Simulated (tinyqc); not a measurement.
## Error from band bending against W

In A the levels shift by pb (1 - z/W)^2 for z < W. The signal from depth z is weighted by exp(-z/le)/le, so the centroid shifts by pb [1 - 2/a + (2/a^2)(1 - exp(-a))], a = W/le, and the error of iA against its value at the interface is that less pb.

Values chosen for this exercise:
```
symbol  value  unit                             meaning
pb      -0.42     V  band bending in A at the interface
le        3.5    nm                        escape depth
```

Error from band bending against W:
```
W (nm)       a  centroid shift (eV)  error (meV)
2.8     0.8000             -0.09276        327.2
5        1.429              -0.1450        275.0
8.6      2.457              -0.2053        214.7
15       4.286              -0.2691        150.9
26       7.429              -0.3221        97.86
45       12.86              -0.3597        60.25
79       22.57              -0.3844        35.57
140      40.00              -0.3995        20.48
240      68.57              -0.4079        12.07
```

The size of the error falls from 327 to 12.1 meV; for large a it is 2 |pb|/a. It is below 50 meV, a typical accuracy of the method, in 3 of the 9 rows. Heavily doped substrates and deep-probing photons need the correction.

Program tinyqc, `OMP_NUM_THREADS=1 python tinyqc.py 2410173 2410174 out.jsonl`; Intel Xeon 2.30GHz, shared host, one thread, about 0.01 s.
